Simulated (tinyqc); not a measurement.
Changing the liner thickness t: size effects in the resistivity of thin metal films and interconnect lines. Computed by tinyqc, a small Python program. Command: `OMP_NUM_THREADS=1 python tinyqc.py 3026557 3026558 out.jsonl size sweep`. One thread of a shared host (Intel(R) Xeon(R) Processor @ 2.30GHz), about 0.01 s of CPU time with the checks.

Electrons lose their drift at surfaces (a share 1 - p of the hits) and at grain boundaries (reflection R), besides bulk scattering. The line sits in a trench with a non-conducting liner on both walls and the bottom; the spacing equals the drawn width.

Inputs (values chosen for the exercise, modelled on molybdenum):
```
quantity,value,unit
bulk resistivity rho_b,5.36,microohm cm
bulk mean free path lambda,11,nm
specularity p,0.29,-
grain-boundary reflection R,0.19,-
drawn line width w,51,nm
grain size over metal width,1.3,-
aspect ratio (height over width),1.6,-
line length,7,micrometre
permittivity of the dielectric k,4.1,-
```

Geometry: line.

Constants: eps_0 = 8.8541878128e-12 F/m.

Method:
- Metal width w_m = w - 2t, height h_m = (aspect ratio) w - t, grain size D = (ratio) w_m.
- Mayadas-Shatzkes: alpha = (lambda/D) R/(1 - R); rho_b/rho = 1 - 3 alpha/2 + 3 alpha^2 - 3 alpha^3 ln(1 + 1/alpha).
- Fuchs-Sondheimer film: rho_b/rho = 1 - (3/(2 kappa))(1 - p) int_0^1 (s - s^3)(1 - exp(-kappa/s))/(1 - p exp(-kappa/s)) ds, f = rho/rho_b, kappa = thickness/lambda, 80 Gauss-Legendre points.
- Line: the excess of a film of thickness w_m and of a film of thickness h_m are added, rho/rho_b = 1 + (f(w_m) - 1) + (f(h_m) - 1), an estimate that holds best when both sides exceed lambda.
- Total: rho = rho_b [1 + surface excess + grain excess]; resistance per length rho/(w_m h_m); capacitance per length C = 2 k eps_0 (aspect ratio + 1/2), a parallel-plate estimate for two neighbours plus a fixed term for the planes above and below; delay 0.38 R C L^2; effective resistivity per drawn area.

One run for each value:
```
liner thickness t (nm),resistance per length (ohm/micrometre),share of the trench filled by metal (%),resistivity rho (microohm cm)
0.20,15.053,98.973,6.1999
0.74,15.523,96.217,6.2156
1.30,16.036,93.390,6.2325
1.80,16.519,90.891,6.2483
2.40,17.131,87.924,6.2682
2.90,17.669,85.478,6.2855
3.50,18.354,82.574,6.3072
4.00,18.959,80.181,6.3262
```

Over the rows, resistance per length (ohm/micrometre) rises from 15.1 to 19.0 (exponent d ln y / d ln x 0.024 between the first rows and 0.24 between the last); share of the trench filled by metal (%) falls from 99.0 to 80.2 (exponent d ln y / d ln x -0.022 between the first rows and -0.22 between the last); resistivity rho (microohm cm) rises from 6.20 to 6.33 (exponent d ln y / d ln x 0.0019 between the first rows and 0.023 between the last). A thicker liner costs twice: less area, and a narrower core with more surface and grain scattering.

Extremes, crossings and ranges named in words are read from the listed rows.
